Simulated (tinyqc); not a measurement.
# From one set of inputs to another, one input at a time

Model: time-dependent dielectric breakdown: cell percolation, Weibull statistics, area scaling and voltage extrapolation. Computed by tinyqc, a small Python program. Command: `OMP_NUM_THREADS=1 python tinyqc.py 3028186 3028187 out.jsonl tddb ladder`. One thread of a shared host (Intel(R) Xeon(R) Processor @ 2.30GHz), about 0.01 s of CPU time with the checks.

The oxide is divided into columns of area a^2, each holding m = t_ox/a cells (m is taken as continuous). A share lambda(t) = (t/t_1)^alpha of the cells is defective, and a column whose cells are all defective breaks down.

The inputs printed are set A. Inputs not listed in the table keep their values of set A, so the rows need not describe a real material.

Inputs (values chosen for the exercise, for a model gate oxide): oxide thickness t_ox = 1.9 nm; defect cell size a = 1 nm; exponent alpha of defect growth = 0.9; time t_1 at which the occupied share would reach 1 = 2.2e+06 s; test area A = 50 um^2; product area A_u = 900000 um^2; stress voltage V = 2.41 V; use voltage V_u = 1.4 V; local exponent n = -d ln t/d ln V at the stress voltage = 35; activation energy E_a = 0.46 eV; stress temperature T = 140 C; use temperature T_u = 55 C; allowed failure fraction F = 0.0001.

Voltage law used: 1/E.

Constants: k_B = 8.617333262e-05 eV/K.

Method:
- Failure fraction F = 1 - (1 - lambda^m)^N with N = A/a^2 columns, which for small lambda^m is 1 - exp(-(t/t63)^beta) with beta = alpha m and t63 = t_1 N^(-1/beta); critical share lambda(t63) = N^(-1/m). 1 um^2 = 1e6 nm^2.
- All three voltage laws share the slope n at the stress voltage. Factor t(V_u)/t(V): E law exp(n (1 - V_u/V)); 1/E law exp(n (V/V_u - 1)); power law (V/V_u)^n.
- Temperatures in kelvin are T(C) + 273.15.
- Temperature factor exp[(E_a/k_B)(1/T_u - 1/T)]; area factor (A/A_u)^(1/beta); percentile factor (-ln(1 - F))^(1/beta); life = t63 x all four; 1 year = 3.15576e7 s.

Each row keeps all changes above it:
```
input moved                                                from          to  characteristic life t63 (s)  Weibull slope beta  projected life (years)
set A                                                         -           -                   6.9199e+01               1.710              8.5660e+01
activation energy E_a (eV)                                 0.46        0.56                   6.9199e+01               1.710              1.7732e+02
product area A_u (um^2)                                  900000     1000000                   6.9199e+01               1.710              1.6672e+02
allowed failure fraction F                               0.0001        0.01                   6.9199e+01               1.710              2.4708e+03
exponent alpha of defect growth                             0.9        0.32                   4.7824e-07               0.608              3.5973e-12
time t_1 at which the occupied share would reach 1 (s)  2200000  2100000000                   4.5650e-04               0.608              3.4338e-09
use voltage V_u (V)                                         1.4         3.4                   4.5650e-04               0.608              1.3927e-24
test area A (um^2)                                           50         200                   4.6688e-05               0.608              1.3927e-24
```

Characteristic life t63 goes from 69.2 to 4.67e-5, a factor 6.75e-7 in all. The largest single move comes from exponent alpha of defect growth (a factor 6.91e-9), and time t_1 at which the occupied share would reach 1 works against it (a factor 955). Weibull slope beta goes from 1.71 to 0.608, a factor 0.356 in all. The largest single move comes from exponent alpha of defect growth (a factor 0.356). Projected life goes from 85.7 to 1.39e-24, a factor 1.63e-26 in all. The largest single move comes from use voltage V_u (a factor 4.06e-16), and time t_1 at which the occupied share would reach 1 works against it (a factor 955). The single moves hold for this order of the switches; the total does not depend on the order.

Caution (all rows): t_1 is an input here; in a real oxide it changes with thickness at fixed voltage. Caution (rows set A, activation energy E_a, product area A_u, allowed failure fraction F, exponent alpha of defect growth, time t_1 at which the occupied share would reach 1): a voltage factor of more than nine decades rests wholly on the chosen law and cannot be tested.

Extremes, crossings and ranges named in words are read from the listed rows.
